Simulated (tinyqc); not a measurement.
Inside a calculation. Method: lattice vibrations of a chain. One step of it, computed by the program tinyqc.

Question. Frequencies. omega^2 are the eigenvalues; wavenumber = 521.4708 sqrt(eigenvalue) 1/cm.

D(q) (eV/(angstrom^2 u)):
```
                     1                    2
1             0.272109  -0.686750+0.058410i
2  -0.686750-0.058410i             1.751825
```

Give: eigenvalues; wavenumbers; weights |e|^2 of the mass-weighted modes.

Answer.

eigenvalues: 0.0008  2.0231

wavenumbers (1/cm): 14.9  741.7

weights |e|^2 of the mass-weighted modes:
```
        mode 1  mode 2
atom 1  0.8658  0.1342
atom 2  0.1342  0.8658
```
